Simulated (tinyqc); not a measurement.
A particle near a wafer in liquid: double-layer and van der Waals forces (DLVO), deposition barrier and removal: one step, computed by the program tinyqc.

Sphere and flat wall, Derjaguin approximation, constant potentials in the linear-superposition form, no retardation and no hydration force.

Problem. The curve. U(h) = Z R exp(-kappa h) - A R/(6 h); F(h) = -dU/dh = kappa Z R exp(-kappa h) - A R/(6 h^2), positive for repulsion.

Inputs (values chosen for the exercise, of the order of those for alumina on silica in water): particle radius R = 180 nm; Hamaker constant A = 1.3e-20 J; temperature T = 343 K.

kappa = 0.2124713 1/nm

Z = -8.616420 pN

Constants: k_B = 1.380649e-23 J/K.

Give: the table «Against the gap» with the columns kappa h, U (k_B T), F (pN), for h (nm) = 0.4, 0.6, 1.0, 1.5, 2.5, 4.0, 7.0, 12.0, 20.0, 40.0.

Solution.

Against the gap:
```
h (nm)  kappa h  U (k_B T)      F (pN)
0.4       0.085     -506.7  -2.740e+03
0.6       0.127     -425.6  -1.373e+03
1.0       0.212     -347.2  -6.565e+02
1.5       0.319     -293.0  -4.129e+02
2.5       0.531     -225.5  -2.561e+02
4.0       0.850     -160.6  -1.652e+02
7.0       1.487      -85.8  -8.243e+01
12.0      2.550      -32.4  -2.845e+01
20.0      4.249       -8.8  -5.678e+00
40.0      8.499       -2.1  -3.109e-01
```

Caution: in rows where h is not small against R, A R/(6 h) overstates the van der Waals term. Caution: in rows with kappa h below 1 linear superposition is only rough.
